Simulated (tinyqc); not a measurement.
Grain-boundary trapping model (Seto) of a polycrystalline semiconductor film: one step, computed by the program tinyqc. Command: `OMP_NUM_THREADS=1 python tinyqc.py 3027901 3027902 out.jsonl poly walk`. One thread of a shared host (Intel(R) Xeon(R) Processor @ 2.30GHz), about 0.01 s of CPU time with the checks.

Grains of equal size L are joined by thin boundaries with one trap level. Trapped carriers deplete a width W on each side and raise a barrier, crossed by thermionic emission. Dopants are fully ionised, statistics are non-degenerate and mu_g does not depend on T.

Task: Critical doping. If all traps fill, the grain is just depleted at N* = Q_t/L, with the barrier e Q_t L/(8 eps eps_0).

Inputs (values chosen for the exercise, modelled on polycrystalline germanium): permittivity eps = 16; grain size L = 57 nm; trap density Q_t = 5.7e+11 1/cm^2.

Grain interior: resistance included.

Constants: e = 1.602176634e-19 C; eps_0 = 8.8541878128e-12 F/m; k_B = 8.617333262e-05 eV/K.

Give: N*; barrier at N* with all traps filled.

Result:

N* = 1.00e+17 1/cm^3

barrier at N* with all traps filled = 0.04593 V
